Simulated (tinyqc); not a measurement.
Inside a calculation: complex band structure along [001] in sp3s* tight binding. Values are carried at full precision from step to step, so a last printed digit may differ when a step is redone from the rounded ones.

For k = (0, 0, kz) the phase sums are g0 = cos(phi) and g3 = i sin(phi), phi = kz a/4, and the s, pz, s* orbitals of anion (a) and cation (c) decouple from px, py. With z = exp(i phi), H(z) = H0 + z T + T^T/z for any complex z. H0 is diagonal (Esa, Epa, Exa, Esc, Epc, Exc). The anion-cation block is B(z) = z U + W/z and the cation-anion block z W^T + U^T/z, where U has Vss/2 (s,s), Vsapc/2 (s,z), -Vscpa/2 (z,s), Vxx/2 (z,z), Vxapc/2 (s*,z), -Vpaxc/2 (z,s*), and W has the same values with the s-z and s*-z signs reversed. |z| = 1 is a band state, |z| < 1 decays along [001] as exp(-kappa d) over a distance d, kappa = -(4/a) ln|z|. No spin-orbit coupling.

Inputs chosen for the exercise (out of a larger set: near a published set for Si, fitted to gaps, whose masses and valley positions are rough (light masses up to twice too heavy); not measured data):
```
symbol  value                                                                                           unit      meaning
p       (-4.194, 1.707, -4.194, 1.707, 6.654, 6.654, -8.238, 1.717, 4.558, 5.712, 5.712, 5.358, 5.358)  eV        order Esa, Epa, Esc, Epc, Exa, Exc, Vss, Vxx, Vxy, Vsapc, Vscpa, Vxapc, Vpaxc
dE      0.93                                                                                            eV        E - Ev
a       5.428                                                                                           angstrom  lattice constant
```

## The layer matrices

Parameters in the order Esa, Epa, Esc, Epc, Exa, Exc, Vss, Vxx, Vxy, Vsapc, Vscpa, Vxapc, Vpaxc. Form H0 and T.

diagonal of H0 (eV): sa -4.1940, za 1.7070, s*a 6.6540, sc -4.1940, zc 1.7070, s*c 6.6540

T (eV):
```
,sa,za,s*a,sc,zc,s*c
sa,0.0000,0.0000,0.0000,-4.1190,2.8560,0.0000
za,0.0000,0.0000,0.0000,-2.8560,0.8585,-2.6790
s*a,0.0000,0.0000,0.0000,0.0000,2.6790,0.0000
sc,-4.1190,2.8560,0.0000,0.0000,0.0000,0.0000
zc,-2.8560,0.8585,-2.6790,0.0000,0.0000,0.0000
s*c,0.0000,2.6790,0.0000,0.0000,0.0000,0.0000
```

## Edges at Gamma

At z = 1 the levels follow from the blocks [[Esa, Vss], [Vss, Esc]] and [[Epa, Vxx], [Vxx, Epc]]: Ev is the lower p root, and the direct gap ends at the lower of the upper roots.

Ev = -0.0100 eV
EG (direct gap) = 3.4340 eV

## Complex wave vectors at one energy in the gap

Solve det(H0 - E + z T + T^T/z) = 0 with E = Ev + dE, as the linear problem [[0, 1], [-T^T, E - H0]] x = z [[1, 0], [0, T]] x. Roots come as z, -z, 1/z and conjugates; list those with 0 < |z| < 1 and Re z, Im z >= 0, by falling |z|. Re kz = arg(z)/(pi/2) in units of 2 pi/a, kappa = -(4/a) ln|z|.

Decaying roots:
```
Re z,Im z,|z|,Re kz (2 pi/a),kappa (1/angstrom)
0.7733,0.0000,0.7733,0.0000,0.1895
0.3071,0.6786,0.7449,0.7295,0.2170
```

The slowest root has kappa = 0.1895 1/angstrom at Re kz = 0.000: a purely imaginary k at Gamma. The probability falls by exp(-2 kappa d), a factor 44.2 over 1 nm.

## The px, py block

For px and py the determinant gives (E - Epa)(E - Epc) = Vxx^2 cos^2(phi) + Vxy^2 sin^2(phi). With phi = i kappa a/4 this is sinh^2(kappa a/4) = ((E - Epa)(E - Epc) - Vxx^2)/(Vxx^2 - Vxy^2), E = Ev + dE. Parameters in the order Esa, Epa, Esc, Epc, Exa, Exc, Vss, Vxx, Vxy, Vsapc, Vscpa, Vxapc, Vpaxc.

sinh^2(kappa a/4) = 0.13063
kappa of the heavy-hole branch = 0.2609 1/angstrom

This branch decays faster than the slowest root of the s-pz block (0.1895), by a factor 1.38 in kappa.

## Checks

- Largest distance of a level of the 6 x 6 block at kz = 0.37 (2 pi/a) from a level of the full matrix, against zero (eV): both 0.000000.

(tinyqc, `OMP_NUM_THREADS=1 python tinyqc.py 1450773 1450774 out.jsonl`, Intel(R) Xeon(R) Processor @ 2.30GHz, 1 thread, shared host, about 0.01 s.)
